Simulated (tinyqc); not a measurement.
A double barrier with mass mismatch, transfer matrices: one step of the calculation.

One electron of energy E comes from the left lead (band edge 0); no transverse momentum. Parabolic bands, masses in units of m0, C = hbar^2/(2 m0); psi and psi'/m are continuous at every interface. Barrier d1, well Lw, barrier d2; the right lead equals the left one.

Problem. Transmission and reflection. The matrix M carries (psi, psi'/m) across the stack, and v = k/m in each lead. psi = 1 + r at the left edge (incident amplitude 1) and t at the right edge. With det M = 1, a = i vR M11 - M21 and b = -vL vR M12 - i vL M22: t = 2 i vL/(a - b), r = -(a + b)/(a - b), T(E) = (vR/vL) |t|^2, R(E) = |r|^2.

M:

|  | 1 | 2 |
|---|---|---|
| 1 | 0.40215691 | -0.093011727 |
| 2 | 9.0125175 | 0.40215691 |

vL = 13.227961 1/nm
vR = 13.227961 1/nm

Find: t; r; T(E); R(E).

Solution.

t = 0.3740-0.8889i
r = 0.2440+0.1027i
T(E) = 0.9299
R(E) = 0.07008

T(E) + R(E) = 1: the current is conserved.

Computed by the program tinyqc: `OMP_NUM_THREADS=1 python tinyqc.py 2560105 2560106 out.jsonl`, one thread of a shared Intel Xeon 2.30GHz, about 0.08 s for the whole run.
